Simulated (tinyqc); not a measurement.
# Deep-level transient spectroscopy (DLTS) of one majority-carrier trap, step by step

A worked calculation. Computed by tinyqc, a small Python program that keeps every step. Command: `OMP_NUM_THREADS=1 python tinyqc.py 3015691 3015692 out.jsonl dlts walk`. One thread of a shared host (Intel(R) Xeon(R) Processor @ 2.30GHz), about 0.07 s of CPU time with the checks. Intermediate numbers are printed to about 7 digits and carried at full precision; extremes and crossings named in words are read from the listed rows.

A filling pulse loads the traps in a one-sided junction; under reverse bias they empty at the rate e, and the capacitance relaxes as C(t) = C_0 - dC exp(-e t). The signal is S = [C(t_2) - C(t_1)]/dC.

Inputs (values chosen for the exercise, with mass and screening modelled on silicon):

| quantity | value | unit |
|---|---|---|
| density-of-states mass m | 0.789 | m_0 |
| valleys M | 1 | - |
| trap depth E_t | 0.268 | eV |
| cross-section sigma_0 | 5.5e-17 | cm^2 |
| degeneracy ratio g | 1 | - |
| gate time t_1 | 0.0001 | s |
| ratio t_2/t_1 | 2.5 | - |
| temperature T | 128 | K |
| doping N | 6e+14 | cm^-3 |
| trap density N_t | 3.5e+13 | cm^-3 |
| dielectric constant eps | 11.9 | - |
| built-in voltage V_b | 0.59 | V |
| reverse bias V_r | 8.3 | V |
| diode area | 0.0027 | cm^2 |
| capture barrier E_b | 0.14 | eV |

Carriers: holes. Extra term: capture barrier.

Constants: k_B = 8.617333262e-05 eV/K; k_B = 1.380649e-23 J/K; m_0 = 9.1093837015e-31 kg; h = 6.62607015e-34 J s; eps_0 = 8.8541878128e-12 F/m; e = 1.602176634e-19 C.

## Emission rate at T

e = g sigma v N_b exp(-E/k_B T), v = sqrt(3 k_B T/m), N_b = 2 M (2 pi m k_B T/h^2)^(3/2), sigma = sigma_0 exp(-E_b/k_B T), E = E_t.

thermal velocity v = 8588637 cm/s

N_b = 4.901405e+18 cm^-3

sigma = 1.690851e-22 cm^2

E = 0.268 eV

emission rate e = 1.996708e-07 1/s

## Rate window and signal

S(e) = exp(-e t_1) - exp(-e t_2) peaks at the rate window e_0 = ln(t_2/t_1)/(t_2 - t_1).

rate window e_0 = 6108.605 1/s

peak height S_max = 0.3257301

signal at T = 2.995060e-11

At this T the trap empties slower than the window, by a factor 3.06e10: the point lies on the low-temperature side of the peak.

## Peak temperature and width

T_p solves e(T) = e_0 (bisection between 15 and 1500 K); the half-height points solve S = S_max/2 on either side.

peak temperature T_p = 322.2598 K

lower half-height point = 295.7647 K

upper half-height point = 343.7097 K

full width = 47.94499 K

The width is 14.9 % of T_p, and E_t is 9.7 k_B T_p.

## Peaks for six windows

t_1 is scaled by 0.1, 0.3, 1, 3, 10 and 30 at fixed t_2/t_1; each T_p by bisection.

Arrhenius data:

| t_1 (s) | e_0 (1/s) | T_p (K) | 1/(k_B T_p) (1/eV) | ln(e_0/T_p^2) |
|---|---|---|---|---|
| 0.00001 | 61086.05 | 373.2934 | 31.08685 | -0.824691 |
| 0.00003 | 20362.02 | 347.1895 | 33.42417 | -1.778315 |
| 0.00010 | 6108.60 | 322.2598 | 36.00982 | -2.833262 |
| 0.00030 | 2036.20 | 302.2885 | 38.38889 | -3.803922 |
| 0.00100 | 610.86 | 282.9308 | 41.01540 | -4.875536 |
| 0.00300 | 203.62 | 267.2134 | 43.42790 | -5.859839 |

## Arrhenius fit

Least squares of ln(e_0/T_p^2) on 1/(k_B T_p): slope -E_a, intercept ln(gamma sigma_a) with gamma = v N_b/T^2 = sqrt(3 k_B/m) 2 M (2 pi m k_B/h^2)^(3/2). For comparison, the slope of ln e_0 alone.

apparent depth E_a = 0.4080000 eV

intercept = 11.85875

gamma = 2.569360e+21 cm^-2 s^-1 K^-2

apparent cross-section = 5.500000e-17 cm^2

slope without T^2 = 0.4620856 eV

The apparent depth is 0.4080 eV against E_t = 0.268 eV, and the apparent cross-section is 1.00 times sigma_0: the capture barrier adds to the slope, so the true depth needs a separate measurement of capture. Leaving out the T^2 factor overstates the slope by 54 meV, about 2 k_B T_p.

## Signal size and trap density

W = sqrt(2 eps eps_0 (V_b + V_r)/(e N)), C_0 = eps eps_0 area/W. The pulse goes to zero bias, W_0 = W(V_r = 0). Traps within lambda = sqrt(2 eps eps_0 (E_t - E_F)/(e^2 N)) of the depletion edge stay filled, with E_F = k_B T_p ln(N_b/N) from the band, N_b = 2 M (2 pi m k_B T_p/h^2)^(3/2) (dopants taken as fully ionised). dC = C_0 (N_t/2N) f, f = [(W - lambda)^2 - max(W_0 - lambda, 0)^2]/W^2. The simple estimate is 2 N dC/C_0.

depletion width W = 4.414514 micrometre

C_0 = 6.444312 pF

lambda = 0 micrometre

f = 0.9336333

transient amplitude dC = 175.4849 fF

simple estimate of N_t = 3.267717e+13 cm^-3

The simple estimate finds 93 % of the traps. Caution: N_t is not very small against the doping, so the transient is not exactly a single exponential.

Checks made by the program: the maximum of S(T) on a fine grid against T_p (relative difference below 1e-10).
